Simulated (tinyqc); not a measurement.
Worked calculation: CISD on RHF in the sto-3g basis, for H4, spin multiplicity 1. One step of it, computed by the program tinyqc.

Question. CISD: roots. Diagonalise (each vector has its largest component positive (the first on a tie)); all determinants have Ms = 0, so triplets appear too. The lowest singlet root is the correlation energy. The Davidson correction is (1 - c0^2) E_corr, c0 the coefficient of the reference.

Occupation strings over the orbitals (2 doubly, a alpha, b beta, 0 empty; spin orbitals ordered 1a 1b 2a 2b ...): 2200 2a0b a2b0 2b0a b2a0 aabb 2020 abab 2002 abba baab 0220 baba 0202 bbaa

H - E(HF) between determinants (hartree):
```
           2200       2a0b       a2b0       2b0a       b2a0       aabb       2020       abab
2200   0.000000   0.000000   0.000000   0.000000   0.000000   0.023030   0.101748   0.082479
2a0b   0.000000   0.723742   0.091710  -0.109826   0.105510  -0.032395  -0.061383   0.059416
a2b0   0.000000   0.091710   0.583308   0.105510  -0.106663  -0.041090  -0.059416   0.061383
2b0a   0.000000  -0.109826   0.105510   0.723742   0.091710   0.000000   0.061383  -0.013994
b2a0   0.000000   0.105510  -0.106663   0.091710   0.583308   0.000000   0.059416  -0.016170
aabb   0.023030  -0.032395  -0.041090   0.000000   0.000000   1.093494  -0.082479  -0.101748
2020   0.101748  -0.061383  -0.059416   0.061383   0.059416  -0.082479   0.998500  -0.114741
abab   0.082479   0.059416   0.061383  -0.013994  -0.016170  -0.101748  -0.114741   1.289260
2002   0.109826   0.037920   0.000000  -0.037920   0.000000   0.105510   0.209742  -0.197220
abba  -0.105510   0.000000  -0.036463   0.041016   0.000000  -0.109826   0.197220  -0.209742
baab  -0.105510  -0.041016   0.000000   0.000000   0.036463  -0.106663   0.197220  -0.202513
0220   0.106663   0.000000   0.030728   0.000000  -0.030728   0.105510   0.202513  -0.197220
baba   0.082479   0.013994   0.016170  -0.059416  -0.061383  -0.091737  -0.114741   0.000000
0202   0.091737  -0.016170  -0.013994   0.016170   0.013994  -0.082479   0.000000  -0.114741
bbaa   0.023030   0.000000   0.000000   0.032395   0.041090   0.000000  -0.082479  -0.091737

           2002       abba       baab       0220       baba       0202       bbaa
2200   0.109826  -0.105510  -0.105510   0.106663   0.082479   0.091737   0.023030
2a0b   0.037920   0.000000  -0.041016   0.000000   0.013994  -0.016170   0.000000
a2b0   0.000000  -0.036463   0.000000   0.030728   0.016170  -0.013994   0.000000
2b0a  -0.037920   0.041016   0.000000   0.000000  -0.059416   0.016170   0.032395
b2a0   0.000000   0.000000   0.036463  -0.030728  -0.061383   0.013994   0.041090
aabb   0.105510  -0.109826  -0.106663   0.105510  -0.091737  -0.082479   0.000000
2020   0.209742   0.197220   0.197220   0.202513  -0.114741   0.000000  -0.082479
abab  -0.197220  -0.209742  -0.202513  -0.197220   0.000000  -0.114741  -0.091737
2002   1.482761   0.091710   0.091710   0.000000  -0.197220   0.202513   0.105510
abba   0.091710   1.312263   0.000000   0.091710  -0.202513   0.197220  -0.106663
baab   0.091710   0.000000   1.312263   0.091710  -0.209742   0.197220  -0.109826
0220   0.000000   0.091710   0.091710   1.193156  -0.197220   0.209742   0.105510
baba  -0.197220  -0.202513  -0.209742  -0.197220   1.289260  -0.114741  -0.101748
0202   0.202513   0.197220   0.197220   0.209742  -0.114741   1.597897  -0.082479
bbaa   0.105510  -0.106663  -0.109826   0.105510  -0.101748  -0.082479   1.093494
```

Give: lowest roots of this matrix, relative to E(HF); lowest vectors; <S^2> of these roots; weight of the ground state by excitation level 0, 1, 2, ...; Davidson correction.

Answer.

lowest roots of this matrix, relative to E(HF) (hartree): [-0.0674, 0.3331, 0.5424, 0.6835, 0.7398, 0.7483, 0.8643, 1.0655]

lowest vectors, order 2200, 2a0b, a2b0, 2b0a, b2a0, aabb, 2020, abab, 2002, abba, baab, 0220, baba, 0202, bbaa:
$$\begin{pmatrix}
0.9719 & 0.0000 & 0.0147 & 0.0000 \\
0.0038 & -0.4076 & 0.2059 & 0.0000 \\
0.0047 & 0.5763 & 0.4076 & 0.0000 \\
-0.0038 & -0.4076 & -0.2059 & 0.0000 \\
-0.0047 & 0.5763 & -0.4076 & 0.0000 \\
-0.0131 & 0.0138 & 0.1889 & 0.4082 \\
-0.1108 & 0.0000 & 0.5073 & 0.0000 \\
-0.0733 & -0.0075 & -0.1129 & 0.4082 \\
-0.0726 & 0.0000 & -0.2424 & 0.0000 \\
0.0864 & 0.0385 & -0.0760 & 0.4082 \\
0.0864 & -0.0385 & -0.0760 & 0.4082 \\
-0.0871 & 0.0000 & -0.3609 & 0.0000 \\
-0.0733 & 0.0075 & -0.1129 & 0.4082 \\
-0.0655 & 0.0000 & 0.1675 & 0.0000 \\
-0.0131 & -0.0138 & 0.1889 & 0.4082
\end{pmatrix}$$

<S^2> of these roots: [0.0000, 2.0000, 0.0000, 6.0000, 2.0000, 0.0000, 0.0000, 0.0000]

weight of the ground state by excitation level 0, 1, 2, ...: [0.9445, 0.0001, 0.0554]

Davidson correction = -0.003739 hartree
